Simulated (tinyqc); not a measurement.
Alloy A(1-x)B(x) by interpolation with bowing, step by step. Values are carried at full precision from step to step, so a last printed digit may differ when a step is redone from the rounded ones.

Each gap follows E(x) = (1 - x) E_A + x E_B - C x (1 - x); the lattice constant follows Vegard, a(x) = (1 - x) a_A + x a_B.

Constants: hc = 1239.841984 eV nm; kB = 8.617333262e-05 eV/K.

Parameters, chosen for this exercise (A near Si, B near Ge; not measured data):
```
symbol  value                 unit      meaning
a       (5.438, 5.659)        angstrom  lattice constant of A, B
x       0.24                            fraction of B
Eg      (4.247, 0.899)        eV        gap at Gamma to the s-like level of A, B
EgX     (1.178, 0.93)         eV        gap to the lowest valley along Gamma-X of A, B
EgL     (2.123, 0.743)        eV        gap to L of A, B
C       (0.201, 0.251, 0.02)  eV        bowing of the Gamma, X and L gaps
Dso     (0.044, 0.294)        eV        spin-orbit splitting of A, B
Ep      (21.6, 26.2)          eV        Kane energy of A, B
me      (0.1977, 0.0378)      m0        electron mass at Gamma of A, B
Cs      0                     eV        bowing of Dso
md      (0.1534, 1, 0.67)     m0        density-of-states masses of Gamma, all X and all L valleys
T       400                   K         temperature
```

## Gaps and lattice constant at x

Also give the wavelength hc/E of the lowest gap.

a(x) = 5.4910 angstrom

linear parts (eV): Gamma 3.4435, X 1.1185, L 1.7918

bowing terms C x (1 - x) (eV): Gamma 0.0367, X 0.0458, L 0.0036

gaps (eV): Gamma 3.4068, X 1.0727, L 1.7882

wavelength of the lowest gap = 1155.8 nm

The lowest valley is X, so the gap is indirect; the next, L, lies 715 meV higher.

## Where the valleys cross

The difference of two gaps is a quadratic q2 x^2 + q1 x + q0 with q2 = C_i - C_j, q1 = (E_B - E_A - C)_i - (E_B - E_A - C)_j, q0 = E_A,i - E_A,j; give its roots between 0 and 1 (a dash: none).

Crossings:
```
pair,q2,q1,q0,first root,second root
Gamma-X,-0.050,-3.050,3.069,0.9902,-
Gamma-L,0.181,-2.149,2.124,-,-
X-L,0.231,0.901,-0.945,0.8595,-
```

The lowest valley changes at x = 0.859 (X to L, gap 0.935 eV). The other crossings lie above the lowest valley.

## Electron mass of the alloy

Mass at Gamma from the Kane formula 1/m = F + Ep (Eg + 2 Dso/3)/(Eg (Eg + Dso)). F is fixed by the masses of A and B and interpolated linearly, as is Ep; Eg and Dso carry their bowing.

Compare with the linear interpolation of the masses.

F of A, B: -0.0104  -0.2944

Ep, Eg, Dso at x (eV): 22.7040  3.4068  0.1040

m(x) from the Kane formula = 0.1534 m0
m(x) linear = 0.1593 m0

The Kane value lies 3.7 % below the linear one. The Gamma valley is not the lowest at this x.

## Shares of the electrons in the valleys

Non-degenerate: n_i proportional to md_i^(3/2) exp(-E_i/kT).

md^(3/2): Gamma 0.0601, X 1.0000, L 0.5484

(E - E_min)/kT: Gamma 67.72, X 0.00, L 20.76

shares: Gamma 0.000, X 1.000, L 0.000

X holds most electrons (100.0 %).

## Checks

- The Gamma and X gaps at their crossing x = 0.9902 (eV): both 0.9300.
- The X and L gaps at their crossing x = 0.8595 (eV): both 0.9345.

Run: tinyqc, `OMP_NUM_THREADS=1 python tinyqc.py 1081549 1081550 out.jsonl`; Intel(R) Xeon(R) Processor @ 2.30GHz, one thread, shared host; about 0.01 s of CPU time with all checks.
